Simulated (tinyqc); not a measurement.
Internal photoemission over an interface barrier: two steps of the calculation.

Electrons are excited from a metal over the barrier Phi(F) = P0 - sqrt(q F/(4 pi eps0 ei)), whose top lies at xm = sqrt(q/(16 pi eps0 ei F)). The yield is Y = A (hv - Phi)^p exp(-xm/l), with A = 1 here.

Inputs (values chosen for the exercise); dielectric values close to those of aluminium oxide:
```
symbol  value   unit                              meaning
P0       2.96     eV                barrier at zero field
ei       3.37                    image-force permittivity
l         3.9     nm  scattering length in the image well
F           2  MV/cm              field in the dielectric
```

Constants: q = 1.602176634e-19 C, h = 6.62607015e-34 J s, c = 299792458 m/s, eps0 = 8.8541878128e-14 F/cm where lengths are in cm. Results are converted to the units shown.

Question 1. Barrier in the field. Lowering P0 - Phi, barrier, position of its top, scattering factor and threshold wavelength.

Wanted: lowering; Phi; xm; exp(-xm/l); threshold wavelength h c/(q Phi).

Answer 1.

lowering = 292.33 meV
Phi = 2.6677 eV
xm = 0.73083 nm
exp(-xm/l) = 0.82912
threshold wavelength h c/(q Phi) = 464.77 nm

Question 2. Threshold from a spectrum. The yields were made at this field with a scatter of 1 %. Fit Y^(1/n) on hv by least squares for n = 2 and n = 3; the zero of the line is the threshold.

```
point  hv (eV)        Y
0         2.82  0.01917
1         2.95  0.06557
2         3.08   0.1434
3         3.21   0.2459
4         3.34   0.3835
5         3.47   0.5339
```

Wanted: Y^(1/2); Y^(1/3); threshold for n = 2; threshold for n = 3.

Answer 2.

```
point  Y^(1/2)  Y^(1/3)
0      0.13846  0.26763
1      0.25607  0.40324
2      0.37868  0.52342
3      0.49588  0.62650
4      0.61927  0.72653
5      0.73068  0.81125
```

threshold for n = 2 = 2.6685 eV
threshold for n = 3 = 2.4732 eV

Computed by the program tinyqc: `OMP_NUM_THREADS=1 python tinyqc.py 2410031 2410032 out.jsonl`, one thread of a shared Intel Xeon 2.30GHz, about 0.01 s for the whole run.
